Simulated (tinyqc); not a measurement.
From results back to parameters: coherent potential approximation for a binary alloy with a semi-elliptic band. Three cases, with inputs chosen for the exercise.

Problem. With levels eA = -x d and eB = (1 - x) d on a semi-elliptic band of half width W, the alloy density has second moment W^2/4 + x (1 - x) d^2 and third moment x (1 - x)(1 - 2x) d^3 about its centre (exact, and kept by the CPA). The moments below come from hidden x and d > 0.

Case 1.

Values chosen: W = 1.7 eV (half width of the pure band).
second moment = 0.793185 eV^2
third moment = 0.058188 eV^3

Case 2.

Values chosen: W = 3.6 eV (half width of the pure band).
second moment = 3.320957 eV^2
third moment = 0.047797 eV^3

Case 3.

Values chosen: W = 2.6 eV (half width of the pure band).
second moment = 3.719572 eV^2
third moment = 0.698985 eV^3

Find: d; x.

Solution. v = m2 - W^2/4 = x (1 - x) d^2 and u = m3/v = (1 - 2x) d; then d^2 = u^2 + 4v and x = (1 - u/d)/2.

Case 1.

d = 0.98 eV
x = 0.08

Case 2.

d = 0.82 eV
x = 0.14

Case 3.

d = 2.87 eV
x = 0.44

Computed by tinyqc, one run a case: `OMP_NUM_THREADS=1 python tinyqc.py N N+1 out.jsonl` with N = 1452818, 1452853, 1452855; one thread of a shared Intel(R) Xeon(R) Processor @ 2.30GHz, about 0.01 s a run at most.
